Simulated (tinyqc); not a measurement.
# From one set of inputs to another, one input at a time

Model: Haynes-Shockley experiment: drift, diffusion and decay of a minority-carrier pulse. Computed by tinyqc, a small Python program. Command: `OMP_NUM_THREADS=1 python tinyqc.py 3113793 3113794 out.jsonl haynes ladder`. One thread of a shared host (Intel(R) Xeon(R) Processor @ 2.30GHz), about 0.01 s of CPU time with the checks.

A thin sheet of excess carriers is made at x = 0, t = 0 in a long uniform bar; injection is low, so the pulse moves with the minority mobility.

The inputs printed are set A. Set A is modelled on holes in n-type silicon in a lightly doped bar; the values taken over come from a set modelled on electrons in p-type silicon in a lightly doped bar. Inputs not listed in the table keep their values of set A, so the rows need not describe a real material.

Inputs (values chosen for the exercise, modelled on holes in n-type silicon in a lightly doped bar):

| quantity | value | unit |
|---|---|---|
| minority mobility mu | 437 | cm^2/(V s) |
| lifetime tau | 62 | microsecond |
| temperature T | 300 | K |
| field F | 9.9 | V/cm |
| distance d to the collector | 1 | cm |
| injected sheet density N0 | 1.3e+10 | 1/cm^2 |

Constants: k_B = 8.617333262e-05 eV/K.

Method:
- D = mu k_B T/e, v = mu F.
- Transit time d/v, diffusion length sqrt(D tau), drift length v tau, Peclet number v d/D = e F d/(k_B T).
- dn(x, t) = N0/sqrt(4 pi D t) exp(-(x - v t)^2/(4 D t) - t/tau).
- At fixed x the signal peaks where d ln(dn)/dt = 0: a t^2 + t/2 - x^2/(4 D) = 0 with a = v^2/(4 D) + 1/tau.
- The full width at half maximum is found by solving dn(x, t) = peak/2 on both sides of the peak.
- With w the full width at half maximum: mu = d/(F t_p); D = (w d)^2/(16 ln2 t_p^3); Einstein ratio D/mu against k_B T/e.

Each row keeps all changes above it:

| input moved | from | to | width at half maximum (microsecond) | apparent mobility (cm^2/(V s)) | apparent D (cm^2/s) |
|---|---|---|---|---|---|
| set A | - | - | 38.161 | 446.6 | 11.346 |
| minority mobility mu (cm^2/(V s)) | 437 | 1510 | 11.269 | 1522.4 | 39.209 |
| distance d to the collector (cm) | 1 | 0.41 | 7.198 | 1528.1 | 39.458 |
| field F (V/cm) | 9.9 | 16 | 3.527 | 1519.2 | 39.297 |
| lifetime tau (microsecond) | 62 | 40 | 3.521 | 1521.0 | 39.297 |
| injected sheet density N0 (1/cm^2) | 1.3e+10 | 1.4e+10 | 3.521 | 1521.0 | 39.297 |

Width at half maximum goes from 38.2 to 3.52, a factor 0.0923 in all. The largest single move comes from minority mobility mu (a factor 0.295). Apparent mobility goes from 447 to 1520, a factor 3.41 in all. The largest single move comes from minority mobility mu (a factor 3.41). Apparent D goes from 11.3 to 39.3, a factor 3.46 in all. The largest single move comes from minority mobility mu (a factor 3.46). The single moves hold for this order of the switches; the total does not depend on the order.

Extremes, crossings and ranges named in words are read from the listed rows.
